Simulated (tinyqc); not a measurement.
One-sided p+-n junction, ionisation integral and breakdown: one step of the calculation.

A p+ layer at x < 0 and an n drift layer from x = 0. Depletion approximation, built-in voltage neglected. Local ionisation coefficients alpha_n = an exp(-(bn/E)^mx), alpha_p = ap exp(-(bp/E)^mx). Electrons move towards +x, holes towards x = 0.

Problem. Ionisation integrals by the trapezoid rule. G(x) = integral from 0 to x of (alpha_n - alpha_p); I_n = integral of alpha_n exp(-G) (electrons injected at x = 0), I_p = integral of alpha_p exp(G(end) - G) (holes injected at the far edge); M = 1/(1 - I). All integrals by the trapezoid rule on the grid.

```
point     x (um)  alpha_n (1/cm)  alpha_p (1/cm)
0       0.000000       642.53771       33.864889
1       3.096634       497.08365       22.747270
2       6.193268       377.03858       14.818868
3       9.289902       279.72972       9.3284965
4      12.386536       202.43588       5.6501241
5      15.483170       142.43714       3.2761910
6      18.579804       97.068969       1.8078537
7      21.676438       63.778804      0.94268440
8      24.773073       40.182034      0.46056364
9      27.869707       24.113875      0.20867387
10     30.966341       13.672928     0.086585286
11     34.062975       7.2521569     0.032394861
12     37.159609       3.5534365     0.010718578
13     40.256243       1.5831453    0.0030602224
14     43.352877      0.62839377    7.3046541e-4
```

Give: G; alpha_n exp(-G); I_n; I_p; M_n; M_p.

Solution.

```
point       G  alpha_n exp(-G) (1/cm)
0      0.0000                   642.5
1      0.1677                   420.3
2      0.2972                   280.1
3      0.3952                   188.4
4      0.4675                   126.8
5      0.5195                    84.7
6      0.5558                    55.7
7      0.5803                    35.7
8      0.5962                    22.1
9      0.6060                    13.2
10     0.6118                     7.4
11     0.6150                     3.9
12     0.6167                     1.9
13     0.6175                     0.9
14     0.6178                     0.3
```

I_n = 0.4839
I_p = 0.03501
M_n = 1.938
M_p = 1.036

tinyqc, about 0.06 s, one thread, Intel Xeon 2.30GHz (shared host): `OMP_NUM_THREADS=1 python tinyqc.py 2120017 2120018 out.jsonl`
